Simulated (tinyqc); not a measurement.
CMOS latch-up, two-transistor model: two steps of the calculation.

A parasitic pnp (emitter at Vdd, base shunted by Rw) and npn (emitter at ground, base shunted by Rs) feed each other: the npn collector current flows out of the pnp base node, the pnp collector current into the npn base node. Forward-active transistors with constant gains: Icn = Isn exp(Vn/Vt), Icp = Isp (exp(Vp/Vt) - 1). A current Ii is injected into the npn base node.

Inputs (values chosen for the exercise); values close to those of bulk CMOS:
```
symbol    value  unit                                meaning
T           350     K                            temperature
bn         18.6                      current gain of the npn
bp            2                      current gain of the pnp
Isn     5.6e-13     A     saturation current of the npn at T
Isp     7.7e-12     A     saturation current of the pnp at T
Rs         1500   ohm  substrate resistance shunting the npn
Rw          240   ohm       well resistance shunting the pnp
Ii         0.37    mA    current injected into the substrate
```

Constants: q = 1.602176634e-19 C, kB = 1.380649e-23 J/K, Vt = kB T/q. Results are converted to the units shown.

Task 1. The off branch. Node equations: Vp/Rw + Icp/bp = Icn and Vn/Rs + Icn/bn = Icp + Ii. Loop gain G = gn gp/[(1/Rw + gp/bp)(1/Rs + gn/bn)], gn = Icn/Vt, gp = (Icp + Isp)/Vt; the off state ends where G = 1, and Ii there is the trigger current. For each Vn: Icn, then Vp from the first equation, then Ii from the second.

| point | Vn (V) |
|---|---|
| 0 | 0.459 |
| 1 | 0.539 |
| 2 | 0.589 |
| 3 | 0.619 |
| 4 | 0.639 |
| 5 | 0.659 |
| 6 | 0.674 |
| 7 | 0.689 |

Wanted: Icn; Vp; Icp; Ii; G.

Result 1.

| point | Icn (mA) | Vp (V) | Icp (mA) | Ii (mA) | G |
|---|---|---|---|---|---|
| 0 | 0.0022777 | 5.4665e-4 | 1.4083e-10 | 0.30612 | 7.0249e-9 |
| 1 | 0.032318 | 0.0077564 | 2.2581e-9 | 0.36107 | 1.1723e-7 |
| 2 | 0.16960 | 0.040703 | 2.1988e-8 | 0.40178 | 1.3709e-6 |
| 3 | 0.45856 | 0.11005 | 2.8824e-7 | 0.43732 | 2.4125e-5 |
| 4 | 0.88999 | 0.21360 | 9.1573e-6 | 0.47384 | 9.5508e-4 |
| 5 | 1.7273 | 0.41372 | 0.0069784 | 0.52522 | 0.82609 |
| 6 | 2.8403 | 0.56310 | 0.98805 | -0.38602 | 26.206 |
| 7 | 4.6704 | 0.60731 | 4.2798 | -3.5694 | 32.531 |

Ii peaks at 0.5254 mA, at Vn = 0.6594 V where G = 1; beyond it the loop feeds itself.

Task 2. Response to the injected current, once round the loop per iteration. Icn = Isn exp(Vn/Vt); Vp solves Vp/Rw + Icp/bp = Icn; Vn(new) solves Vn/Rs + (Isn/bn) exp(Vn/Vt) = Icp + Ii.

Vn at the start = 0.51 V

Give: Icn; Vp; Icp; Vn after iteration 1.

Result 2.

Icn = 0.01236 mA
Vp = 0.002965 V
Icp = 7.955e-10 mA
Vn after iteration 1 = 0.5511 V

Computed by the program tinyqc: `OMP_NUM_THREADS=1 python tinyqc.py 2670119 2670120 out.jsonl`, one thread of a shared Intel Xeon 2.30GHz, about 0.07 s for the whole run.
